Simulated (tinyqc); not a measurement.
Esaki diode in forward bias, two-band WKB: one step of the calculation.

Abrupt p-n junction, depletion approximation. Energies E are counted from the conduction-band edge of the neutral n side; its Fermi level lies at dn, that of the p side at dn - V, and the valence-band edge of the neutral p side at Em = dn + dp - V. Tunnelling needs 0 < E < Em. Two-band dispersion with equal masses m: inside the gap kappa = sqrt(m u (1 - u/Eg)/C), u the distance from a band edge, C = hbar^2/(2 m0).

Question. Width, field and exponent. W = sqrt(2 eps0 eps_r (Vbi - V)(1/Na + 1/Nd)/q), mean field F = (Vbi - V)/W, peak field 2 F. In a uniform field F the exponent is S = pi sqrt(m/C) Eg^1.5/(4 F). Transverse energy Et = C kt^2/m raises it to S (1 + 4 Et/Eg), so T = exp(-S) exp(-Et/Eb) with Eb = Eg/(4 S). KJ = (2 q^2/h) m/(4 pi C) (times 1e14 for A/cm^2 per eV^2).

Parameters, values chosen for the exercise; band and dielectric values close to those of In0.53Ga0.47As:
```
symbol,value,unit,meaning
Eg,0.747,eV,band gap
eps_r,13.9,,relative permittivity
m,0.04,m0,band-edge mass of the two-band model
Na,2.4e19,cm^-3,acceptor density
Nd,1.9e19,cm^-3,donor density
V,0.19,V,bias of the p side
```

Constants: q = 1.602176634e-19 C, hbar = 1.054571817e-34 J s, m0 = 9.1093837015e-31 kg, eps0 = 8.8541878128e-14 F/cm where lengths are in cm, hbar^2/(2 m0) = 0.0380998212 eV nm^2. Results are converted to the units shown.

Vbi = 1.4331105 V

Find: W; mean field; S; exp(-S); Eb; tunnelling length Eg/F.

Answer.

W = 13.42 nm
mean field = 0.9263 MV/cm
S = 5.609
exp(-S) = 0.003665
Eb = 33.30 meV
tunnelling length Eg/F = 8.064 nm

Range of the model: Parabolic densities of states, no band tails and no gap narrowing, all of which matter at such doping.

Program tinyqc, `OMP_NUM_THREADS=1 python tinyqc.py 2620093 2620094 out.jsonl`; Intel Xeon 2.30GHz, shared host, one thread, about 0.01 s.
